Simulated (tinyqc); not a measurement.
Thinning the film: dielectric confinement in a thin film (image charges).

A film |z| < t/2 of dielectric constant eps between half-spaces of dielectric constant e2; lam = (eps - e2)/(eps + e2), q = e^2/(4 pi eps0). The self-energy of a band edge is taken with the high-frequency value, e2 = eh, and the field of a fixed ion with the static one, e2 = eo. A charge at z has images lam^|n| at n t + (-1)^n z. Its self-energy is S(z) = (q/2 eps) sum over n >= 1 of lam^n [1/(n t - 2z) + 1/(n t + 2z)] for odd n and 2 lam^n/(n t) for even n; at the centre S(0) = -(q/(eps t)) ln(1 - lam).

Donor at the centre, lam from the static eo, trial function cos(pi z/t) exp(-rho/l): E(l) = c/(m l^2) - (q/eps) times the integral over k of F(k t) (1 + (k l/2)^2)^(-3/2), with F(x) = F0 + 2 lam exp(-x) G/(1 - lam exp(-x)), F0 = 2[(1 - exp(-x/2))/x + x (1 + exp(-x/2))/(x^2 + 4 pi^2)], G = 2 sinh(x/2)[1/x - x/(x^2 + 4 pi^2)]; c = hbar^2/2m0. The binding energy is -E at the minimum, counted from the subband edge with its self-energy.

Constants: e^2/(4 pi eps0) = 14.39964547 eV angstrom; hbar^2/2m0 = 3.80998211 eV angstrom^2; Ry = 13.60569312 eV.

Parameters, chosen for this exercise (near those of a Ge film between layers of Si3N4; not measured data): eps = 16.5 (dielectric constant of the film); eh = 4 (high-frequency dielectric constant outside); eo = 7.2 (static dielectric constant outside); m = 0.145 m0 (mass in the plane); mz = 0.12 m0 (mass across the film); ts = (10, 15, 22, 32, 48, 70, 100) angstrom (thicknesses).

<S> is the mean over (2/t) cos^2(pi z/t); confinement c (pi/t)^2/mz; donor binding with and without images.

Results:
```
t (angstrom)  <S> (meV)  confinement (meV)  binding, no images (meV)  binding (meV)  l (angstrom)
10                 93.9             3133.6                      24.9           67.0          25.3
22                 42.7              647.4                      21.9           47.9          32.0
32                 29.3              306.0                      20.1           40.0          36.0
48                 19.6              136.0                      18.0           32.6          41.1
70                 13.4               64.0                      15.9           26.6          46.8
100                 9.4               31.3                      13.9           21.8          53.1
```

Give the missing row, t (angstrom) = 15.

Computed row:
```
t (angstrom)  <S> (meV)  confinement (meV)  binding, no images (meV)  binding (meV)  l (angstrom)
15                 62.6             1392.7                      23.5           56.8          28.5
```

Between 100 and 10 angstrom the binding goes from 21.8 to 67.0 meV; quantum confinement alone would take it from 13.9 to 24.9, so the images supply +7.9 and +42.1 meV. |<S>| goes as 1/t and exceeds the confinement energy beyond 334 angstrom. Hard-wall energies above 300 meV (up to t = 32 angstrom) overstate the confinement: walls are finite and valleys non-parabolic.

Run: tinyqc, `OMP_NUM_THREADS=1 python tinyqc.py 1281607 1281608 out.jsonl`; Intel(R) Xeon(R) Processor @ 2.30GHz, one thread, shared host; about 0.05 s of CPU time with all checks.
